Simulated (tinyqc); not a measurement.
# Worked calculation: junction field-effect transistor with two gates, gradual channel with velocity saturation

Program tinyqc, `OMP_NUM_THREADS=1 python tinyqc.py 2500052 2500053 out.jsonl`; Intel Xeon 2.30GHz, shared host, one thread, about 0.06 s. Printed values are rounded.

A uniformly doped n-type channel, depleted from both sides by p+ gates; at channel potential V the depleted share of a is u = sqrt((Vbi - Vg + V)/Vp), s at the source. Electrons drift with v = mu E/(1 + mu E/vsat). Abrupt depletion edge, no series resistance, source at 0.

Inputs (values chosen for the exercise); material values close to those of gallium arsenide: temperature T = 325 K; relative permittivity of the semiconductor eps_r = 12.7; conduction-band density of states at T Nc = 5.05e17 cm^-3; band gap Eg = 1.4 eV; valence-band density of states at T Nv = 1.03e19 cm^-3; donor density of the channel Nd = 1.1e17 cm^-3; half the channel thickness a = 200 nm; low-field mobility at this doping mu = 4500 cm^2/(V s); saturation velocity vsat = 9.6e6 cm/s; gate length L = 0.3 um; gate width W = 50 um; acceptor density of the gates Na = 3.1e18 cm^-3; gate voltage Vg = 0 V; drain voltage Vd = 0.28 V.

Constants: q = 1.602176634e-19 C, kB = 1.380649e-23 J/K, Vt = kB T/q, eps0 = 8.8541878128e-14 F/cm where lengths are in cm. Results are converted to the units shown.

Range of the model: The gate is shorter than twice a, where the gradual-channel approximation fails.

## Built-in and pinch-off voltages

ni = sqrt(Nc Nv) exp(-Eg/(2 Vt)), Eg in volts; Vbi = Vt ln(Na Nd/ni^2); Vp = q Nd a^2/(2 eps0 eps_r); G0 = 2 q mu Nd a W/L; Z = mu Vp/(vsat L); s = sqrt((Vbi - Vg)/Vp). VT = Vbi - Vp.

Vbi = 1.323688 V
Vp = 3.134589 V
VT = -1.810901 V
G0 = 528.7183 mS
Z = 48.97796
s = 0.6498341

Z = 49.0: velocity saturation dominates.

## Current below saturation

u = sqrt((Vbi - Vg + Vd)/Vp). I = (G0 Vp/3) F/(1 + Z (u^2 - s^2)), F = 3 (u^2 - s^2) - 2 (u^3 - s^3), with u at V = Vd; Z = 0 gives constant mobility, for which u stops at 1.

u = 0.7152693
F = 0.08492898
I for Z = 0 = 46.91801 mA
I = 8.728933 mA

The falling mobility lowers the current by 81.4 %.

## Iteration 1: the saturation point by Newton steps

u at the start = 1

a is the channel (half-)thickness, Vp its pinch-off voltage and Z = mu Vp/(vsat L); an iterate with u > 1 is an overshoot, not a physical state. f = (1 - u)(1 + Z (u^2 - s^2)) - Z F/3, F = 3 (u^2 - s^2) - 2 (u^3 - s^3); f' = -(1 + Z (u^2 - s^2)); u(new) = u - f/f'.

f = -4.603545
f' = -29.29533
u after iteration 1 = 0.8428574

## Iteration 2: the saturation point by Newton steps

As before.

f = -1.146099
f' = -15.11174
u after iteration 2 = 0.7670157

## Course of the iteration: the saturation point by Newton steps

Stop when u changes by less than 1e-10, or after 60 iterations.

Course of the iteration:
```
iteration,u,|change|
1,0.8428574,0.157
2,0.7670157,0.0758
3,0.7417931,0.0252
4,0.7385408,3.25e-3
5,0.7384862,5.46e-5
6,0.7384862,1.53e-8
7,0.7384862,< 1e-13
```

Converged in 7 iterations. At the end the number of correct digits about doubles with each step.

## Saturation voltage, current and transconductance

um = 0.7384862

Vdsat = Vp (um^2 - s^2); Isat = (G0 Vp/Z)(1 - um), which is 2 q Nd vsat a W (1 - um); gm = G0 (um - s)/(1 + Z (um^2 - s^2)). For Z = 0: Vdsat = Vp (1 - s^2), Isat = (G0 Vp/3)(1 - 3 s^2 + 2 s^3), gm = G0 (1 - s).

Vdsat = 0.3857975 V
Isat = 8.849097 mA
gm = 6.669241 mS
Vdsat for Z = 0 = 1.810901 V
Isat for Z = 0 = 155.7746 mA
gm for Z = 0 = 185.1391 mS

The current saturates with 26.2 % of the channel still open at the drain, at 0.0568 of the constant-mobility current.
